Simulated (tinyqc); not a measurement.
Hall factor, magnetoresistance and optical conductivity for a power-law relaxation time: one step, computed by the program tinyqc.

One spherical parabolic band, tau(E) = tau_0 x^s with x = E/(k_B T). Landau quantisation is left out.

Task: Density and moments of tau. <y> = int y x^(3/2) f (1 - f) dx / int x^(3/2) f (1 - f) dx, f = 1/(1 + exp(x - eta)). Integrals over x = E/(k_B T) use 160 Gauss-Legendre points in u = sqrt(x) from 0 to sqrt(max(eta, 0) + 45). n = (2 m k_B T)^(3/2)/(3 pi^2 hbar^3) int x^(3/2) f (1 - f) dx; moments in units of tau_0.

Inputs (values chosen for the exercise, with a mass close to that of electrons in InAs):

| quantity | value | unit |
|---|---|---|
| effective mass m | 0.023 | m_0 |
| exponent s | -0.5 | - |
| reduced Fermi level eta | 7.4 | - |
| temperature T | 77 | K |

Constants: m_0 = 9.1093837015e-31 kg; k_B = 1.380649e-23 J/K; hbar = 1.054571817e-34 J s.

Give: density n; <tau>/tau_0; <tau^2>/tau_0^2; <tau^3>/tau_0^3; <1/tau> tau_0.

Result:

density n = 1.763e+17 1/cm^3

<tau>/tau_0 = 0.3594

<tau^2>/tau_0^2 = 0.1310

<tau^3>/tau_0^3 = 0.04853

<1/tau> tau_0 = 2.819
